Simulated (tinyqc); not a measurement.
Density of states of one tight-binding band of a chain, step by step. Values are carried at full precision from step to step, so a last printed digit may differ when a step is redone from the rounded ones.

E(k) = -2 t cos(2 pi k) - 2 t2 cos(4 pi k); k in fractions of the reciprocal vectors, mesh k_i = j/N with j = 0 .. N-1. Densities are per cell and per spin, so the band holds one state.

Inputs chosen for the exercise: t = 2.36 eV (nearest hopping); t2 = 0 eV (second hopping); N = 10 (mesh points along each axis); bins = 6 (bins of the histogram); E_lo = -4.813 eV (lower end of the histogram); E_hi = 4.817 eV (upper end); E = 3.08 eV (energy at which the density is wanted); sigma = 1.18 eV (Gaussian width).

## Energies on the mesh

Evaluate the band at all 10 points and collect equal values.

Distinct energies:

| E_k (eV) | points |
|---|---|
| -4.7200 | 1 |
| -3.8186 | 2 |
| -1.4586 | 2 |
| 1.4586 | 2 |
| 3.8186 | 2 |
| 4.7200 | 1 |

The 10 points give 6 distinct energies between -4.7200 and 4.7200 eV; a dense mesh gives a band from -4.720 to 4.720 eV.

## Histogram

Count the points in equal bins from E_lo to E_hi; g = count/(all points x bin width).

Histogram:

| from (eV) | to (eV) | points | g (1/eV) |
|---|---|---|---|
| -4.8130 | -3.2080 | 3 | 0.1869 |
| -3.2080 | -1.6030 | 0 | 0.0000 |
| -1.6030 | 0.0020 | 2 | 0.1246 |
| 0.0020 | 1.6070 | 2 | 0.1246 |
| 1.6070 | 3.2120 | 0 | 0.0000 |
| 3.2120 | 4.8170 | 3 | 0.1869 |

Empty bins: 2 of 6; the fullest holds 3 points. Empty bins inside the band come from the coarse mesh, not from gaps.

## Gaussian broadening at one energy

Gaussian broadening: g(E) = mean over the mesh of exp(-(E - E_k)^2/(2 sigma^2))/(sigma sqrt(2 pi)), n(E) = mean of erfc((E_k - E)/(sigma sqrt 2))/2.

Sum over the distinct energies with their counts.

n(E) = 0.7444
g(E) = 0.0948 1/eV

## Sum over all linear segments

Each interval of the mesh is a segment with E linear in k: n = (E - e1)/(e2 - e1), g = 1/(e2 - e1) between its end values.

Average n and g over all pieces of the mesh. The reference uses the same method with N = 4000.

n(E) = 0.7374
g(E) = 0.0847 1/eV
reference n(E) = 0.726
reference g(E) = 0.089 1/eV

On this mesh the linear method errs by -0.004 1/eV in g and +0.011 in n; the Gaussian sum erred by +0.006 and +0.018.

## Checks

- States below the top of the band by the linear method against one: both 1.000000.
- Reference g(E) against 1/(pi sqrt(4 t^2 - E^2)): both 0.0890.

tinyqc: `OMP_NUM_THREADS=1 python tinyqc.py 1682727 1682728 out.jsonl`; about 0.01 s, one thread, shared Intel(R) Xeon(R) Processor @ 2.30GHz.
